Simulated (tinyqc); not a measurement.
Inside a calculation. Method: harmonic frequencies on the UHF/6-311g surface (energies and gradients from PySCF), for H2-, spin multiplicity 2. The basis has no diffuse functions, so it cannot describe the extra electron: this is an exercise in the method, not the real anion. One step of it, computed by the program tinyqc.

Task: One row of the Hessian: 1Hz. Displace 1Hz by +/-0.01 bohr; H(k, :) = (g(+) - g(-)) / (2 delta).

optimised positions (bohr), order 1H, 2H:
```
[[0.000000, 0.000000, -0.885698],
 [0.000000, 0.000000, 2.102681]]
```

gradient at +delta (hartree/bohr), order 1H, 2H:
```
[[0.00000000, 0.00000000, 0.00009739],
 [0.00000000, 0.00000000, -0.00009739]]
```

gradient at -delta (hartree/bohr), order 1H, 2H:
```
[[0.00000000, 0.00000000, -0.00007989],
 [0.00000000, 0.00000000, 0.00007989]]
```

Give: row of the Hessian.

Result:

row of the Hessian (hartree/bohr^2): [0.000000, 0.000000, 0.008864, 0.000000, 0.000000, -0.008864]
